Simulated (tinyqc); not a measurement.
# Subthreshold parameters from three currents

Inverse problem. Far below threshold and for Vds well above Vt the virtual-source current tends to I = Cinv n Vt vx0 exp((Vgs - VT0 + dl Vds + al Vt)/(n Vt)) per width, with constant n; the three currents follow this limit. Find n, dl and VT0.

Inputs (values chosen for the exercise): temperature T = 293 K; inversion capacitance Cinv = 2.17 uF/cm^2; velocity at the virtual source vx0 = 8.41e6 cm/s; threshold shift (in units of Vt) from weak to strong inversion al = 3.5.

Constants: q = 1.602176634e-19 C, kB = 1.380649e-23 J/K, Vt = kB T/q. Results are converted to the units shown.

I at (Vgs, Vds) = (-0.2, 0.3), (-0.15, 0.3) and (-0.2, 0.95) V (nA/um): [0.020221127, 0.12236330, 0.81604983]

Solution. The first two currents differ in Vgs alone and give n; the first and third differ in Vds alone and give dl; the size of the first then gives VT0.

n = 1.100
dl = 0.1580 V/V
VT0 = 0.3450 V

Numbers from tinyqc (`OMP_NUM_THREADS=1 python tinyqc.py 2380049 2380050 out.jsonl`; about 0.01 s on one thread of a shared Intel Xeon 2.30GHz).
